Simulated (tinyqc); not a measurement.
Voltage drop against the resistance of a horizontal segment.

A grid of 17 by 17 nodes with segments Rx (rows) and Ry (columns); every node draws I1 and the central node kh I1; pads with resistance Rp sit at the nodes whose row and column are multiples of the pitch, counting from 0. The drops u = Vdd - V follow from G u = i, with G the conductance matrix and i the load currents, solved directly. Here the pitch is 4.

Inputs (values chosen for the exercise): supply voltage Vdd = 1 V; resistance of a vertical segment Ry = 1.2 ohm; resistance from a pad node to the supply Rp = 0.13 ohm; factor on the load at the hot node kh = 8; load current of a node in the large grid I1 = 0.33 mA.

Results:
columns A: Rx (ohm); B: pads; C: worst drop (mV); D: mean drop (mV); E: largest drop at a pad (mV); F: largest pad current (mA); G: worst drop over Vdd (%)
```
A       B      C      D       E      F       G
0.095  25  1.559  1.131  0.8063  6.202  0.1559
0.19   25  1.699  1.241  0.8436  6.489  0.1699
0.38   25  1.935  1.429  0.8752  6.732  0.1935
0.76   25  2.330  1.737  0.9004  6.926  0.2330
1.5    25  2.987  2.210  0.9195  7.073  0.2987
6.1    25  6.328  4.340  0.9462  7.278  0.6328
```

Estimate the missing row, Rx = 3 ohm.

Computed row:
columns A: Rx (ohm); B: pads; C: worst drop (mV); D: mean drop (mV); E: largest drop at a pad (mV); F: largest pad current (mA); G: worst drop over Vdd (%)
```
A   B      C      D       E      F       G
3  25  4.143  2.980  0.9345  7.188  0.4143
```

With this row back in the table: The worst drop rises from 1.56 to 6.33 mV and the mean drop rises from 1.13 to 4.34 mV. The worst drop goes as Rx^(0.12) between the first two rows and Rx^(0.60) between the last two. The central node is itself a pad.

Program tinyqc, `OMP_NUM_THREADS=1 python tinyqc.py 2770215 2770216 out.jsonl`; Intel Xeon 2.30GHz, shared host, one thread, about 0.1 s.
